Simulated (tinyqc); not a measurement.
MP2 on RHF in the sto-3g basis, for H6, spin multiplicity 1, step by step. One step of it, computed by the program tinyqc.

Question. Iteration 6 (converged): orbitals. Diagonalise F' = X^T F X, C = X C', fill 3 alpha and 3 beta electrons from the bottom; D = 2 C_occ C_occ^T. Each column has its largest component positive (the first on a tie).

converged F (hartree), lower triangle:
```
           1H 1s      2H 1s      3H 1s      4H 1s      5H 1s      6H 1s
1H 1s  -0.370946
2H 1s  -0.603424  -0.419944
3H 1s  -0.155907  -0.315955  -0.426853
4H 1s  -0.036520  -0.156182  -0.614165  -0.426853
5H 1s  -0.001849  -0.019389  -0.156182  -0.315955  -0.419944
6H 1s  -0.003002  -0.001849  -0.036520  -0.155907  -0.603424  -0.370946
```

X, lower triangle:
```
           1H 1s      2H 1s      3H 1s      4H 1s      5H 1s     6H 1s
1H 1s   1.259118
2H 1s  -0.503771   1.351924
3H 1s   0.073512  -0.302170   1.364584
4H 1s  -0.021280   0.076960  -0.537583   1.364584
5H 1s   0.002653  -0.007741   0.076960  -0.302170   1.351924
6H 1s  -0.000831   0.002653  -0.021280   0.073512  -0.503771  1.259118
```

Give: F' = X^T F X; orbital energies; coefficients C; D after iteration 6.

Answer.

F' = X^T F X (hartree), lower triangle:
```
        1       2       3       4       5      6
1   0.063
2  -0.664   0.128
3   0.085  -0.331   0.143
4  -0.016   0.090  -0.705   0.143
5   0.005  -0.011   0.090  -0.331   0.128
6  -0.006   0.005  -0.016   0.085  -0.664  0.063
```

orbital energies (hartree): MO1 -0.701, MO2 -0.601, MO3 -0.469, MO4 0.454, MO5 0.784, MO6 1.203

coefficients C:
```
         MO1     MO2     MO3     MO4     MO5     MO6
1H 1s  0.194   0.367  -0.377  -0.669  -0.859   0.587
2H 1s  0.254   0.395  -0.292   0.484   0.951  -0.857
3H 1s  0.360   0.068   0.429   0.703  -0.236   1.178
4H 1s  0.360  -0.068   0.429  -0.703  -0.236  -1.178
5H 1s  0.254  -0.395  -0.292  -0.484   0.951   0.857
6H 1s  0.194  -0.367  -0.377   0.669  -0.859  -0.587
```

D after iteration 6, lower triangle:
```
        1H 1s   2H 1s   3H 1s   4H 1s  5H 1s  6H 1s
1H 1s   0.629
2H 1s   0.609   0.612
3H 1s  -0.133  -0.013   0.636
4H 1s  -0.234  -0.121   0.617   0.636
5H 1s   0.029  -0.012  -0.121  -0.013  0.612
6H 1s   0.090   0.029  -0.234  -0.133  0.609  0.629
```
